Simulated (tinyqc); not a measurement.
Inside a calculation. Model: octagonal on-chip spiral inductor, lumped pi model.

Computed by the program tinyqc: `OMP_NUM_THREADS=1 python tinyqc.py 2302092 2302093 out.jsonl`, one thread of a shared Intel Xeon 2.30GHz, about 0.01 s for the whole run. Printed values are rounded.

Outer diameter do = di + 2 n wd + 2 (n - 1) sp, mean da = (do + di)/2, fill p = (do - di)/(do + di), length l = 3.314 n da. L = 2.25 mu0 n^2 da/(1 + 3.55 p), mu0 = 4 pi 1e-7 H/m. Rs = rho l/(wd delta (1 - exp(-th/delta))), delta = sqrt(rho/(pi f mu0)). Cs = n wd^2 eps0 eo/hu across the coil. At each end Cox = l wd eps0 eo/(2 ho) leads to the substrate branch Rsi = 2 rs he/(l wd) in parallel with Csi = l wd eps0 11.7/(2 he). With one end grounded Y = 1/(Rs + i w L) + i w Cs + 1/[1/(i w Cox) + 1/(1/Rsi + i w Csi)], w = 2 pi f; Q = -Im Y/Re Y. Eddy currents in neighbouring turns and in the substrate are left out.

Inputs (values chosen for the exercise); values of the order met in silicon radio-frequency processes:

| symbol | value | unit | meaning |
|---|---|---|---|
| n | 3.5 |  | number of turns |
| wd | 10 | um | line width |
| sp | 2 | um | space between turns |
| di | 100 | um | inner diameter |
| th | 3 | um | metal thickness |
| rho | 1.9 | uohm cm | metal resistivity |
| ho | 8 | um | oxide below the coil |
| hu | 1 | um | oxide between coil and underpass |
| eo | 3 |  | relative permittivity of the oxide |
| rs | 100 | ohm cm | substrate resistivity |
| he | 30 | um | effective spreading depth in the substrate |
| f | 1.8 | GHz | frequency |

Constants: eps0 = 8.8541878128e-12 F/m. Results are converted to the units shown.

## Geometry and model elements

do, l, L, delta, Rs, Cs, Cox, Rsi and Csi as defined.

do = 180 um
l = 1623.86 um
L = 2.40733 nH
delta = 1.63516 um
Rs = 2.24537 ohm
Cs = 9.29690 fF
Cox = 26.9587 fF
Rsi = 3694.90 ohm
Csi = 28.0370 fF

Rs is 2.18 times the direct-current value in this empirical form, which overstates the skin effect of a flat slab when delta is near th and so stands in for some current crowding.

## Admittance, quality factor and apparent inductance

Series branch 1/(Rs + i w L), substrate branch, total Y, Q = -Im Y/Re Y, apparent inductance Im(1/Y)/w, metal-only value w L/Rs, share of the loss in the substrate Re(substrate branch)/Re Y.

series branch = 3.0086-36.4811i mS
substrate branch = 0.054681+0.179230i mS
Y = 3.0633-36.1968i mS
Q = 11.8162
apparent inductance = 2.42537 nH
w L/Rs = 12.1255
share of the loss in the substrate = 1.78501 %

Q is 97.4 % of the metal-only value.
